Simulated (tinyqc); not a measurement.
# Long-channel MOSFET, surface-potential model, step by step

tinyqc, about 0.03 s, one thread, Intel Xeon 2.30GHz (shared host): `OMP_NUM_THREADS=1 python tinyqc.py 2360085 2360086 out.jsonl` Printed values are rounded.

n-channel transistor on a uniformly doped p-type body, gradual-channel approximation, constant mobility, Boltzmann statistics, full ionisation. Potentials are counted from the neutral body; V is the electron quasi-Fermi potential, Vsb at the source and Vsb + Vds at the drain. Charges are magnitudes per area.

Inputs (values chosen for the exercise); material values close to those of silicon:
```
symbol,value,unit,meaning
T,400,K,temperature
Eg,1.12,eV,band gap
eps_r,11.7,,relative permittivity of the semiconductor
Nc,4.25e19,cm^-3,conduction-band density of states at T
Nv,4.11e19,cm^-3,valence-band density of states at T
Na,1.9e18,cm^-3,acceptor density of the body
eox,21.5,,relative permittivity of the gate insulator
tox,66,nm,insulator thickness
Vfb,-0.54,V,flat-band voltage
mu,170,cm^2/(V s),channel mobility
W,20,um,gate width
L,2,um,gate length
Vsb,0,V,source-body reverse bias
Vgs,3.43,V,gate-source voltage
Vds,0.05,V,drain-source voltage
```

Constants: q = 1.602176634e-19 C, kB = 1.380649e-23 J/K, Vt = kB T/q, eps0 = 8.8541878128e-14 F/cm where lengths are in cm. Results are converted to the units shown.

Range of the model: The surface electron density at the source passes 0.3 Nc, where degeneracy, left out here, matters.

## Body potential, insulator capacitance and body factor

ni = sqrt(Nc Nv) exp(-Eg/(2 Vt)), Eg in volts; phiF = Vt ln(Na/ni); Cox = eps0 eox/tox; gamma = sqrt(2 q eps0 eps_r Na)/Cox. VT = Vfb + 2 phiF + gamma sqrt(2 phiF + Vsb), m = 1 + gamma/(2 sqrt(2 phiF + Vsb)).

ni = 3.676427e12 cm^-3
phiF = 0.4534587 V
Cox = 0.2884319 uF/cm^2
gamma = 2.753411 V^0.5
VT = 2.989051 V
m = 2.445630

## Iteration 1: surface potential at the source by Newton steps

psi at the start (the root without inversion charge) = 1.111930 V

With V = Vsb: G = psi - Vt + Vt e, e = exp((psi - 2 phiF - Vsb)/Vt); f = Vgs + Vsb - Vfb - psi - gamma sqrt(G); f' = -1 - gamma (1 + e)/(2 sqrt(G)); psi(new) = psi - f/f'.

G = 14.27457 V
f = -7.544786 V
f' = -140.8744
psi after iteration 1 = 1.058373 V

## Iteration 2: surface potential at the source by Newton steps

As before.

G = 3.814473 V
f = -2.465971 V
f' = -58.77171
psi after iteration 2 = 1.016415 V

## Course of the iteration: surface potential at the source by Newton steps

Stop when psi changes by less than 1e-10 V, or after 40 iterations.

Course of the iteration:
```
iteration    psi (V)  |change| (V)
1           1.058373        0.0536
2           1.016415        0.0420
3          0.9882254        0.0282
4          0.9761487        0.0121
5          0.9743830       1.77e-3
6          0.9743509       3.21e-5
7          0.9743508       1.03e-8
8          0.9743508       < 1e-14
```

Converged in 8 iterations. At the end the number of correct digits about doubles with each step.

## Charges and current of the charge-sheet model

psi_0 = 0.9743508 V
psi_L = 1.012914 V

psi_0 and psi_L solve Vgs + Vsb - Vfb - psi = gamma sqrt(G) at V = Vsb and Vsb + Vds. Qi = Cox gamma [sqrt(G) - sqrt(psi - Vt)], G = psi - Vt + Vt exp((psi - 2 phiF - V)/Vt), at both ends. With U = Vgs + Vsb - Vfb: drift = mu (W/L) Cox [U (psi_L - psi_0) - (psi_L^2 - psi_0^2)/2 - (2/3) gamma ((psi_L - Vt)^1.5 - (psi_0 - Vt)^1.5)]; diffusion = mu (W/L) Vt (Qi0 - QiL).

Qi0 = 94.11141 nC/cm^2
QiL = 67.35207 nC/cm^2
drift current = 5.290892 uA
diffusion current = 1.568040 uA
drain current = 6.858933 uA

Drift carries 77.1 % of the current.

## Inversion charge along the channel

V, point 0 to 6 (V): 0  0.008333333  0.01666667  0.025  0.03333333  0.04166667  0.05

The surface potential psi at channel potential V solves Vgs + Vsb - Vfb - psi = gamma sqrt(G), G = psi - Vt + Vt exp((psi - 2 phiF - V)/Vt). Charge sheet: Qi = Cox gamma [sqrt(G) - sqrt(psi - Vt)]. Pao-Sah: Qi = (Cox gamma/2) integral from 3 Vt to psi of exp((u - 2 phiF - V)/Vt)/sqrt(G(u, V)) du.

```
point   psi (V)  Qi, charge sheet (nC/cm^2)  Qi, Pao-Sah (nC/cm^2)
0      0.974351                    94.11141               95.89013
1      0.980968                    89.49717               91.17856
2      0.987517                    84.94023               86.52665
3      0.993991                    80.44368               81.93747
4      1.000386                    76.01092               77.41442
5      1.006696                    71.64567               72.96125
6      1.012914                    67.35207               68.58212
```

At the source the charge-sheet charge is 1.9 % below the Pao-Sah one.

## Pao-Sah current by Simpson's rule

I = mu (W/L) integral of Qi dV; Simpson's rule on the 7 points, step Vds/6, weights 1, 4, 2, ..., 4, 1 times step/3.

Pao-Sah current = 6.973133 uA

Gauss-Legendre quadrature on many points gives 6.973 uA, so this value is within 0.01 % of it; the charge-sheet current, 6.859 uA, is 1.6 % below it.
